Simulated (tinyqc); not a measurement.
# Joule-heated wire on a substrate, fin equation: what changes with what

A wire of length L loses heat along itself to two contacts and sideways to the substrate: kap A theta'' - g theta + p = 0 with theta = T - T0 and p = p0. The ends are held at T0. Constant conductivity, diffusive heat flow.

Parameters, values chosen for the exercise:
- kap = 13 W/(m K) (conductivity along the wire)
- A = 230 nm^2 (cross-section)
- g = 1.1 W/(m K) (conductance per length to the substrate)
- L = 260 nm (length between the contacts)
- Rc = 0 K/uW (thermal resistance of each contact)
- p0 = 0.1 uW/nm (heating per length)

Each table varies one quantity; the others keep the values above.

## Effect of the conductance per length to the substrate

The equation is solved on 800 equal steps and the peak is the largest node value. LH = sqrt(kap A/g); the share is the integral of g theta over that of p.

Effect of the conductance per length to the substrate:
```
g (W/(m K))	LH (nm)	L/LH	peak theta (K)	peak/(p0/g)	share to the substrate (%)
0.11	164.9	1.577	224.2	0.2466	16.61
0.24	111.6	2.329	179.7	0.4313	29.38
0.51	76.57	3.396	126.6	0.6457	44.92
1.1	52.14	4.987	75.99	0.8359	60.44
2.4	35.30	7.366	39.57	0.9497	72.88
5.1	24.21	10.74	19.43	0.9907	81.37
11	16.49	15.77	9.084	0.9992	87.32
```

What does the table show?

As g goes from 0.11 to 11 W/(m K), the peak theta falls from 224 to 9.08 K and the share of heat to the substrate rises from 16.6 to 87.3 %; L/LH goes from 1.6 to 16. Where L/LH is smallest the peak reaches 0.25 of p0/g, where it is largest 1.0: contacts cool the wire only within a few healing lengths. For g = 5.1 to 11 W/(m K) LH or L is under 30 nm, where Fourier conduction is a rough picture. At g = 0.11 W/(m K) the rise passes 200 K, so constant kap and g are doubtful.

## Effect of the conductivity along the wire

Same model as above.

Effect of the conductivity along the wire:
```
kap (W/(m K))	LH (nm)	L/LH	peak theta (K)	peak/(p0/g)	share to the substrate (%)
1.3	16.49	15.77	90.84	0.9992	87.32
2.8	24.20	10.75	90.07	0.9907	81.39
6	35.42	7.341	86.28	0.9491	72.79
13	52.14	4.987	75.99	0.8359	60.44
28	76.52	3.398	58.74	0.6461	44.95
60	112.0	2.321	39.04	0.4294	29.24
130	164.9	1.577	22.42	0.2466	16.61
```

As kap goes from 1.3 to 130 W/(m K), the peak theta falls from 90.8 to 22.4 K and the share of heat to the substrate falls from 87.3 to 16.6 %; L/LH goes from 16 to 1.6. Where L/LH is smallest the peak reaches 0.25 of p0/g, where it is largest 1.0: contacts cool the wire only within a few healing lengths. For kap = 1.3 to 2.8 W/(m K) LH or L is under 30 nm, where Fourier conduction is a rough picture.

## Effect of the cross-section

Same model as above.

Results:
```
A (nm^2)	LH (nm)	L/LH	peak theta (K)	peak/(p0/g)	share to the substrate (%)
29	18.51	14.04	90.75	0.9982	85.76
58	26.18	9.931	89.64	0.9860	79.86
120	37.66	6.904	85.15	0.9367	71.09
230	52.14	4.987	75.99	0.8359	60.44
460	73.73	3.526	60.62	0.6668	46.52
1800	145.9	1.783	27.08	0.2979	20.11
```

Estimate the missing row, A = 920 nm^2.

Computed row:
```
A (nm^2)	LH (nm)	L/LH	peak theta (K)	peak/(p0/g)	share to the substrate (%)
920	104.3	2.493	42.64	0.4690	32.03
```

With this row back in the table: As A goes from 29 to 1800 nm^2, the peak theta falls from 90.7 to 27.1 K and the share of heat to the substrate falls from 85.8 to 20.1 %; L/LH goes from 14 to 1.8. Where L/LH is smallest the peak reaches 0.30 of p0/g, where it is largest 1.0: contacts cool the wire only within a few healing lengths. For A = 29 to 58 nm^2 LH or L is under 30 nm, where Fourier conduction is a rough picture.

tinyqc, about 0.01 s, one thread, Intel Xeon 2.30GHz (shared host): `OMP_NUM_THREADS=1 python tinyqc.py 2520052 2520053 out.jsonl`
